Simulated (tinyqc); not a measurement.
Switching kinetics of a ferroelectric film and the memory window of a ferroelectric gate stack: one step, computed by the program tinyqc.

Fields in MV/cm; 1 microcoulomb/cm^2 over eps_0 is 11.29409 MV/cm. In the stack (metal, ferroelectric, interlayer, channel) the channel is taken as a conductor.

Question. Fields in the stack. Series stack: V = E_F t_F + E_I t_I and eps_I E_I = eps_F E_F + (1 - s) P/eps_0. Before switching P = -P_r, after it P = +P_s; in retention V = 0 and P = +P_r.

Inputs (values chosen for the exercise, for a model hafnia-based film): saturation polarisation P_s = 30 microcoulomb/cm^2; ratio P_r/P_s = 0.93; coercive field E_c = 0.69 MV/cm; permittivity of the ferroelectric eps_F = 39; thickness t_F = 17 nm; permittivity of the interlayer eps_I = 3.9; interlayer thickness t_I = 1.3 nm; share s of P screened by trapped charge = 0.63; pulse height V = 4.7 V; breakdown field of the interlayer = 18 MV/cm.

Give: E_F before switching; E_F after switching; E_I after switching; depolarising field in retention; depolarising field over E_c.

Answer.

E_F before switching = 2.862 MV/cm

E_F after switching = 0.1737 MV/cm

E_I after switching = 33.88 MV/cm

depolarising field in retention = 1.295 MV/cm

depolarising field over E_c = 1.877

Caution: the interlayer field exceeds its breakdown field, so charge injection would change the fields. Caution: E_F after switching lies below E_c, so switching stalls before P_s and that state is not reached. Caution: a depolarising field above E_c switches the film back, so P_r is not held.
